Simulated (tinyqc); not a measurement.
Worked calculation: two-sublattice mean-field magnet: ferrimagnet, compensation points and susceptibility. Computed by tinyqc, a small Python program that keeps every step. Command: `OMP_NUM_THREADS=1 python tinyqc.py 3000149 3000150 out.jsonl ferri walk`. One thread of a shared host (Intel(R) Xeon(R) Processor @ 2.30GHz), about 0.01 s of CPU time with the checks. Intermediate numbers are printed to about 6 digits and carried at full precision; extremes and crossings named in words are read from the listed rows.

A random alloy A(1-x)B(x) with H = -sum over pairs J S_i.S_j. a = <S_A> and b = <S_B> are taken along z, a > 0. Exchange fields: h_A = (1 - x) zJ_AA a + x zJ_AB b, h_B = (1 - x) zJ_AB a + x zJ_BB b; a = S_A B_(S_A)(S_A h_A/(k_B T)) and likewise for b, with the Brillouin function B_S(y) = [(2S + 1)/(2S)] coth[(2S + 1) y/(2S)] - [1/(2S)] coth[y/(2S)].

Inputs (values chosen for the exercise, for a model ferrimagnet): spin S_A = 1; spin S_B = 3.5; fraction x of B sites = 0.45; z J_AA = 56.2 meV; z J_BB = 5.7 meV; z J_AB = -15 meV; T over T_c = 0.98; largest number of steps = 40.

Constants: k_B = 8.617333262e-05 eV/K.

## Ordering temperature

Linearised, T (a, b) = M (a, b) with M_ij = S_i (S_i + 1) c_j zJ_ij/(3 k_B), c_A = 1 - x, c_B = x. T_c is the larger eigenvalue, and its eigenvector gives b/a at onset, (T_c - M_AA)/M_AB.

M (K), rows A, B:
```
[[239.130, -52.220],
 [-502.621, 156.269]]
```

eigenvalues (K): [30.477, 364.923]

T_c = 364.923 K

b/a at onset = -2.40888

T = 357.624 K

The antiferromagnetic A-B coupling raises T_c by 126 K over that of A alone.

## First step

Start from a = S_A, b = -S_B and apply the equations once.

h_A = 54.535 meV

h_B = -17.2275 meV

new a = 0.809516

new b = -2.25723

## Self-consistent moments

Repeat from a = S_A, b = -S_B until a and b change by less than 1e-10.

Iteration:
```
step        a         b  largest change
1     1.00000  -3.50000     1.24277e+00
2     0.80952  -2.25723     4.35321e-01
3     0.68941  -1.82191     2.41463e-01
4     0.61222  -1.58045     1.58950e-01
5     0.55805  -1.42150     1.14469e-01
6     0.51759  -1.30703     8.72167e-02
...       ...       ...             ...
35    0.28368  -0.69243     4.36439e-03
36    0.28194  -0.68807     4.11422e-03
37    0.28030  -0.68396     3.88208e-03
38    0.27875  -0.68007     3.66630e-03
39    0.27728  -0.67641     3.46541e-03
40    0.27590  -0.67294     3.27811e-03
```

a = 0.274586

b = -0.669664

last change = 0.00327811

Not converged within the cap: the change shrinks by only 0.946 a step, since near T_c the map has a slope close to 1. The error left is about 0.061.

Reruns converge with largest number of steps = 3000. Reruns still fail with largest number of steps = 80.
